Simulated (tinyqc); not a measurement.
Finite line against the semi-infinite law: electromigration in a confined line: Blech product, Korhonen stress evolution and Black's law. Computed by tinyqc, a small Python program. Command: `OMP_NUM_THREADS=1 python tinyqc.py 3003301 3003302 out.jsonl emigr walk`. One thread of a shared host (Intel(R) Xeon(R) Processor @ 2.30GHz), about 0.01 s of CPU time with the checks.

The electron wind pushes atoms from the cathode (x = 0) to the anode (x = L); blocking ends build a back stress (tension positive). The input rho is taken not to change with temperature. d sigma/dt = d/dx [kappa (d sigma/dx + G)], with zero flux at both ends and sigma = sigma_0 at t = 0.

Inputs (values chosen for the exercise, close to those used for copper lines):

| quantity | value | unit |
|---|---|---|
| resistivity rho | 2.92 | micro-ohm cm |
| atomic volume Omega | 11.8 | angstrom^3 |
| effective charge number Z* | 0.97 | - |
| prefactor D0 | 2.8e-08 | m^2/s |
| activation energy E | 0.866 | eV |
| effective modulus B | 30 | GPa |
| critical stress sigma_c | 180 | MPa |
| initial stress sigma_0 | 51 | MPa |
| current density j | 2.3 | MA/cm^2 |
| line length L | 100 | um |
| test temperature T | 300 | C |

Start: thermal stress.

Constants: e = 1.602176634e-19 C; k_B = 8.617333262e-05 eV/K; k_B = 1.380649e-23 J/K.

Method:
- G = Z* e rho j/Omega; D = D0 exp(-E/(k_B T)); kappa = D B Omega/(k_B T); drift velocity of an unconfined line v = D Z* e rho j/(k_B T). SI: 1 micro-ohm cm = 1e-8 ohm m, 1 MA/cm^2 = 1e10 A/m^2.
- Temperatures in kelvin are T(C) + 273.15.
- At steady state sigma(x) = sigma_0 + G (L/2 - x). A void forms only if the cathode stress reaches sigma_c, that is if j L exceeds (j L)_c = 2 Omega (sigma_c - sigma_0)/(Z* e rho). Time scale tau = L^2/kappa.
- sigma(x, t) = sigma_0 + G L [1/2 - x/L - 4 sum_(m odd) cos(m pi x/L) exp(-m^2 pi^2 s)/(m pi)^2], s = t/tau, summed to m = 399.
- Semi-infinite line: sigma(0, t) = sigma_0 + 2 G L sqrt(s/pi). One-term form: keep m = 1 alone.

tau = 91.3549 h

stress gradient G = 8.84526 MPa/um

Cathode stress (MPa):

| s | t (h) | full series | semi-infinite | one term |
|---|---|---|---|---|
| 0.002 | 1.8271e-01 | 95.64 | 95.64 | 141.78 |
| 0.005 | 4.5677e-01 | 121.57 | 121.57 | 152.04 |
| 0.01 | 9.1355e-01 | 150.81 | 150.81 | 168.47 |
| 0.02 | 1.8271e+00 | 192.15 | 192.15 | 198.99 |
| 0.05 | 4.5677e+00 | 273.94 | 274.18 | 274.41 |
| 0.1 | 9.1355e+00 | 359.65 | 366.62 | 359.65 |
| 0.2 | 1.8271e+01 | 443.47 | 497.36 | 443.47 |
| 0.4 | 3.6542e+01 | 486.35 | 682.24 | 486.35 |
| 0.8 | 7.3084e+01 | 493.13 | 943.71 | 493.13 |

What follows from these numbers?

Among these rows the semi-infinite law holds to 1 % up to s = 0.05 and the one-term form from s = 0.05 on: the far end is felt once sqrt(kappa t) is no longer small against L, and by then the terms with m > 1 have nearly died out. The critical stress 180 MPa is passed between s = 0.01 and 0.02. Caution: rows beyond sigma_c are formal, since a void ends the model there.
